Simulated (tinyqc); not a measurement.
Inside a calculation: stepped quantum well by finite differences. Values are carried at full precision from step to step, so a last printed digit may differ when a step is redone from the rounded ones.

Finite differences on points z_i at the centres of cells of width h: H_ii = (c/h^2)(1/m_(i-1/2) + 1/m_(i+1/2)) + V_i, H_(i,i+1) = -(c/h^2)/m_(i+1/2), where m_(i+1/2) is the mean of the masses at the two points (the end values are repeated outwards), psi = 0 on the points beyond both ends, c = hbar^2/2m0. The field adds e F (z - z0) with z0 the middle of the structure; 1 kV/cm = 1e-5 eV/angstrom.

Constants: hbar^2/2m0 = 3.80998211 eV angstrom^2.

Inputs chosen for the exercise (near those of a GaAs well in AlGaAs; the results hold for these values, not for the real material): layers = ((84, 0.324, 0.1002), (42, 0, 0.0687), (63, 0.146, 0.0829), (84, 0.324, 0.1002)) (each layer: thickness in angstrom, band edge in eV, mass in m0); F = 0 kV/cm (field along z); h = 21 angstrom (cell width of the coarse grid); hf = 1.3125 angstrom (cell width of the fine grid).

## The coarse grid

List the points, the potential with the field, and the masses.

Grid:
```
i   z (angstrom)  V (eV)  m (m0)
1           10.5  0.3240  0.1002
2           31.5  0.3240  0.1002
3           52.5  0.3240  0.1002
4           73.5  0.3240  0.1002
5           94.5  0.0000  0.0687
6          115.5  0.0000  0.0687
7          136.5  0.1460  0.0829
8          157.5  0.1460  0.0829
9          178.5  0.1460  0.0829
10         199.5  0.3240  0.1002
11         220.5  0.3240  0.1002
12         241.5  0.3240  0.1002
13         262.5  0.3240  0.1002
```

## The tridiagonal Hamiltonian

Form the diagonal and the neighbouring elements; V in the grid already includes the field.

diagonal H_ii (eV): [0.4964, 0.4964, 0.4964, 0.5125, 0.2281, 0.2397, 0.3642, 0.3544, 0.3446, 0.5046, 0.4964, 0.4964, 0.4964]

H_(i,i+1) (eV): [-0.0862, -0.0862, -0.0862, -0.1023, -0.1258, -0.1140, -0.1042, -0.1042, -0.0944, -0.0862, -0.0862, -0.0862]

## Lowest levels on the coarse grid

Diagonalise the symmetric tridiagonal matrix; give the three lowest levels and the weights u_i^2 (sum 1) of the two lowest.

levels (eV): [0.0696, 0.1959, 0.2768]

weights on the points:
```
             1      2      3      4      5      6      7      8      9     10     11     12
level 1  0.000  0.000  0.001  0.023  0.403  0.457  0.095  0.018  0.003  0.000  0.000  0.000
level 2  0.000  0.000  0.001  0.015  0.121  0.000  0.150  0.377  0.298  0.034  0.003  0.000

            13
level 1  0.000
level 2  0.000
```

## Halving the cell width

The same with h, h/2, ..., h/32. The end points move with h, since psi vanishes half a cell beyond the structure. Richardson value (4 E(h/32) - E(h/16))/3.

Convergence:
```
cell (angstrom)  points  E1 (eV)  E2 (eV)  E1 - finest (meV)
21.0000              13  0.06957  0.19588            -13.540
10.5000              26  0.07928  0.20277             -3.828
5.2500               52  0.08213  0.20469             -0.979
2.6250              104  0.08287  0.20518             -0.235
1.3125              208  0.08306  0.20531             -0.047
0.6562              416  0.08311  0.20534              0.000
```

Richardson values of E1, E2 (eV): [0.08312, 0.20535]

The coarse grid is 13.5 meV too low in E1. The last differences between rows shrink by a factor 4.0 (4 for a pure h^2 error, 2 for one linear in h).

## Positions and dipoles on the fine grid

With h sum psi^2 = 1: <z - z0> of three levels, |z_12| and |z_13|, the mass m1 from 1/m1 = <1|1/m|1>, and f_1j = (m1/c)(E_j - E_1) z_1j^2.

levels (eV): [0.0831, 0.2053, 0.3082]

<z - z0> (angstrom): [-25.5, 17.4, 0.9]

|z_12|, |z_13| (angstrom): [15.14, 9.10]

m1 = 0.0721 m0

f_12, f_13: [0.530, 0.352]

Parity is broken, so the 1-3 transition is allowed, with 0.67 times the strength of 1-2. E2 - E1 = 122.2 meV, a wavelength of 10.1 micrometre (hc = 1239.841984 eV nm).

## Checks

- E1 at zero field on the grid h/32 against transfer matrices between the same hard ends, eV: both 0.0831.

tinyqc: `OMP_NUM_THREADS=1 python tinyqc.py 1252153 1252154 out.jsonl`; about 0.01 s, one thread, shared Intel(R) Xeon(R) Processor @ 2.30GHz.
